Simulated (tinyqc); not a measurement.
n-type polysilicon, carrier trapping at grain boundaries: one step of the calculation.

One-dimensional grains of size Lg, uniform ionised doping N, monovalent traps Qt at each boundary at a depth Et below (for electrons) or above (for holes) the band edge there, abrupt depletion of width W on each side of a boundary, Boltzmann statistics. xi is the distance from the band edge at the grain centre to the Fermi level. Trapped charge Qt/(1 + exp((xi + VB - Et)/Vt)) = 2 N W, barrier VB = q N W^2/(2 eps0 eps_r).

Question. Depletion width, Fermi level and barrier. If the trap equation with xi = Vt ln(NB/N) has a root W < Lg/2, the grain is partly depleted; otherwise W = Lg/2 and the trap equation gives xi = Et - VB + Vt ln(Qt/(N Lg) - 1). N* = Qt/Lg.

Parameters, values chosen for the exercise; values of the order met in polycrystalline silicon: temperature T = 350 K; relative permittivity eps_r = 11.7; conduction-band density of states at T NB = 3.53e19 cm^-3; grain size Lg = 160 nm; trap density of a grain boundary Qt = 5.9e11 cm^-2; depth of the trap level from the majority band edge at the boundary Et = 0.42 eV; doping N = 2.5e17 cm^-3.

Constants: q = 1.602176634e-19 C, kB = 1.380649e-23 J/K, Vt = kB T/q, eps0 = 8.8541878128e-14 F/cm where lengths are in cm. Results are converted to the units shown.

Wanted: N*; W; xi; VB; share of traps filled.

Answer.

N* = 3.688e16 cm^-3
W = 11.80 nm
xi = 0.1493 V
VB = 0.02690 V
share of traps filled = 0.9997

N is 6.78 N*, and the grain is partly depleted; VB = 0.892 Vt.

Computed by the program tinyqc: `OMP_NUM_THREADS=1 python tinyqc.py 2830294 2830295 out.jsonl`, one thread of a shared Intel Xeon 2.30GHz, about 0.03 s for the whole run.
